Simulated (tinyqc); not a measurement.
Geometry relaxation of a small cluster: one step, computed by the program tinyqc. Command: `OMP_NUM_THREADS=1 python tinyqc.py 3017291 3017292 out.jsonl relax walk`. One thread of a shared host (Intel(R) Xeon(R) Processor @ 2.30GHz), about 0.02 s of CPU time with the checks.

E = sum_i {sum_j A exp(-p (r_ij/r0 - 1)) - xi sqrt(rho_i)}, rho_i = sum_j exp(-2 q (r_ij/r0 - 1)); the force on i is -sum_j w_ij (R_i - R_j)/r_ij with w_ij = -(2p/r0) A exp(-p (r_ij/r0 - 1)) + (xi q/r0) exp(-2 q (r_ij/r0 - 1)) (rho_i^(-1/2) + rho_j^(-1/2)).

Task: The first two steps. Steepest descent: R(new) = R + eta F. No atom moves more than 0.3 angstrom a step (the whole step is scaled). Stop when the largest force component is below 1e-5 eV/angstrom.

Inputs (values chosen for the exercise, for model atoms): length r0 = 2.96 angstrom; repulsion A = 0.088 eV; hopping xi = 1.16 eV; decay p = 11.5; decay q = 3.01; step factor eta = 0.05 angstrom^2/eV.

Potential: Gupta. Method: steepest descent.

starting positions (angstrom), rows atom 1, atom 2, atom 3, atom 4, columns x, y, z:
$$\begin{pmatrix}
-0.16 & 0.16 & -0.04 \\
2.64 & 0.12 & 0.19 \\
1.24 & 2.1 & -0.01 \\
1.48 & 0.91 & 2.42
\end{pmatrix}$$

Give: positions after step 1; energy after step 1; positions after step 2; energy after step 2.

Result:

positions after step 1 (angstrom), rows atom 1, atom 2, atom 3, atom 4, columns x, y, z:
$$\begin{pmatrix}
-0.238 & 0.034 & -0.025 \\
2.721 & 0.005 & 0.183 \\
1.257 & 2.343 & -0.025 \\
1.461 & 0.908 & 2.427
\end{pmatrix}$$

energy after step 1 = -7.284 eV

positions after step 2 (angstrom), rows atom 1, atom 2, atom 3, atom 4, columns x, y, z:
$$\begin{pmatrix}
-0.186 & 0.055 & -0.001 \\
2.680 & 0.021 & 0.190 \\
1.257 & 2.307 & -0.005 \\
1.449 & 0.907 & 2.376
\end{pmatrix}$$

energy after step 2 = -7.433 eV
